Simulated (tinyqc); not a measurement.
Double-gate transistor below threshold, two-dimensional Poisson equation on a small mesh: one step of the calculation.

Half of a symmetric double-gate structure: row 0 is the mid-plane of the body, where the normal field vanishes. Mobile charge is neglected (subthreshold), the body is fully depleted, and potentials are counted from the intrinsic level; rows run upward to the gate, columns from source to drain.

Task. Gauss-Seidel sweep. Free nodes: rows 0..2, columns 1..4, taken row by row from row 0, left to right. t = (up psi(above) + dn psi(below) + lat [psi(left) + psi(right)] + s)/(up + dn + 2 lat), with the newest neighbours; psi(new) = t.

psi after iteration 1 (V):
```
             j=0        j=1        j=2        j=3        j=4        j=5
row 0  0.4900000  0.6300000  0.7700000  0.9100000  1.0500000  1.1900000
row 1  0.4900000  0.6300000  0.7700000  0.9100000  1.0500000  1.1900000
row 2  0.4900000  0.5054838  0.5880851  0.6842250  0.7830958  1.1900000
row 3  0.0900000  0.0900000  0.0900000  0.0900000  0.0900000  0.0900000
```

```
row         up     dn        lat  s (V)
0        32.24      0  2.3846154      0
1        32.24  32.24  4.7692308      0
2    20.312500  32.24  17.769231      0
```

Find: psi after iteration 2.

Result.

psi after iteration 2 (V):
```
         j=0    j=1    j=2    j=3    j=4    j=5
row 0  0.490  0.630  0.770  0.910  1.050  1.190
row 1  0.490  0.576  0.687  0.806  0.927  1.190
row 2  0.490  0.449  0.501  0.575  0.716  1.190
row 3  0.090  0.090  0.090  0.090  0.090  0.090
```

Program tinyqc, `OMP_NUM_THREADS=1 python tinyqc.py 2480124 2480125 out.jsonl`; Intel Xeon 2.30GHz, shared host, one thread, about 0.2 s.
